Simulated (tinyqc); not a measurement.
# Hot electrons in a saturated n-channel MOSFET, lucky-electron model: several studies

Beyond pinch-off the lateral field grows as Esat cosh(y/l) over the velocity-saturated region (pseudo-two-dimensional model). Impact ionisation in this region gives the substrate current, which biases the body forward through Rsub. Currents are per width. Local-field laws: they overstate ionisation when the field peak is narrower than an energy relaxation length.

Inputs (values chosen for the exercise); values close to those of silicon n-channel devices:
- L = 0.5 um (channel length)
- tox = 11 nm (oxide thickness)
- xj = 170 nm (junction depth)
- VT = 0.75 V (threshold)
- mu = 280 cm^2/(V s) (effective mobility)
- vs = 8.9e6 cm/s (saturation velocity)
- Ai = 2e6 1/cm (ionisation prefactor)
- Bi = 1.68 MV/cm (ionisation field)
- Rd = 200 ohm um (resistance of the lightly doped drain)
- Rsub = 15000 ohm um (substrate resistance)
- kb = 0.32 (fall of VT per volt of forward body bias)
- m = 3.1 (lifetime exponent)
- Hl = 1800 s uA/um (lifetime constant)
- Vd = 3.2 V (drain voltage)
- Vg = 1.8 V (gate voltage)

Constants: eps0 = 8.8541878128e-14 F/cm where lengths are in cm. Results are converted to the units shown.

Each table varies one quantity; the others keep the values above.

## Effect of the channel length

Cox = 3.9 eps0/tox, l = sqrt(3 tox xj), Esat = 2 vs/mu. Overdrive g = Vg - VT + kb Vb; Vdsat = g Esat L/(g + Esat L); Id = Cox vs (g - Vdsat); dV = Vd - Id Rd - Vdsat; Em = sqrt((dV/l)^2 + Esat^2); Isub = Id (Ai/Bi) l Em exp(-Bi/Em). Vb = Rsub Isub is solved self-consistently. Lifetime tau = (Hl/Id)(Isub/Id)^(-m); 1 year = 3.15576e7 s.

Effect of the channel length:
```
L (um),Id (uA/um),Em (MV/cm),Isub (uA/um),Isub/Id,tau (years)
0.25,119.1,0.3449,2.808,0.02358,0.05316
0.35,95.42,0.3350,1.891,0.01982,0.1136
0.5,73.56,0.3257,1.229,0.01671,0.2502
0.71,55.73,0.3181,0.8039,0.01442,0.5211
1,41.77,0.3121,0.5341,0.01279,1.010
1.4,31.05,0.3075,0.3607,0.01162,1.830
2,22.43,0.3037,0.2406,0.01073,3.240
```

As L goes from 0.25 to 2 um, Em falls from 0.345 to 0.304 MV/cm, Isub falls from 2.81 to 0.241 uA/um and tau rises from 0.0532 to 3.24 years. From the first row to the last, log10(tau) changes by 1.8: 1.1 from (Isub/Id)^(-m), which holds Em and l, and 0.73 from 1/Id. At L = 0.25 um the saturated region takes over 60 % of L, so using the full L in Vdsat is rough.

## Effect of the resistance of the lightly doped drain

Same model as above.

Effect of the resistance of the lightly doped drain:
```
Rd (ohm um),Id (uA/um),Em (MV/cm),Isub (uA/um),Isub/Id,tau (years)
0,73.589,0.32763,1.2747,0.017322,0.22371
150,73.569,0.32619,1.2405,0.016862,0.24324
300,73.550,0.32476,1.2070,0.016411,0.26464
500,73.524,0.32285,1.1634,0.015823,0.29643
800,73.487,0.31999,1.1001,0.014970,0.35216
1200,73.440,0.31618,1.0197,0.013885,0.44495
1600,73.396,0.31238,0.94376,0.012859,0.56494
```

As Rd goes from 0 to 1600 ohm um, Em falls from 0.328 to 0.312 MV/cm, Isub falls from 1.27 to 0.944 uA/um and tau rises from 0.224 to 0.565 years. From the first row to the last, log10(tau) changes by 0.40: 0.40 from (Isub/Id)^(-m), which holds Em and l, and under 0.005 from 1/Id. The price is 0.117 V dropped over Rd in the last row.

## Effect of the junction depth

Same model as above.

Effect of the junction depth:
```
xj (nm),Id (uA/um),Em (MV/cm),Isub (uA/um),Isub/Id,tau (years)
68,77.53,0.5051,7.938,0.1024,8.607e-4
92,75.57,0.4371,4.643,0.06144,0.004301
130,74.19,0.3703,2.295,0.03094,0.03676
170,73.56,0.3257,1.229,0.01671,0.2502
230,73.17,0.2821,0.5551,0.007586,2.909
310,72.98,0.2452,0.2281,0.003126,45.56
420,72.89,0.2132,0.08242,0.001131,1067
```

As xj goes from 68 to 420 nm, Em falls from 0.505 to 0.213 MV/cm, Isub falls from 7.94 to 0.0824 uA/um and tau rises from 8.61e-4 to 1070 years. From the first row to the last, log10(tau) changes by 6.1: 6.1 from (Isub/Id)^(-m), which holds Em and l, and 0.027 from 1/Id. At xj = 68 nm Isub/Id passes 0.1, where multiplication of the secondary carriers, left out here, counts. At xj = 420 nm tau is a far extrapolation that only says that hot carriers are no limit.

Computed by the program tinyqc: `OMP_NUM_THREADS=1 python tinyqc.py 2550132 2550133 out.jsonl`, one thread of a shared Intel Xeon 2.30GHz, about 0.01 s for the whole run.
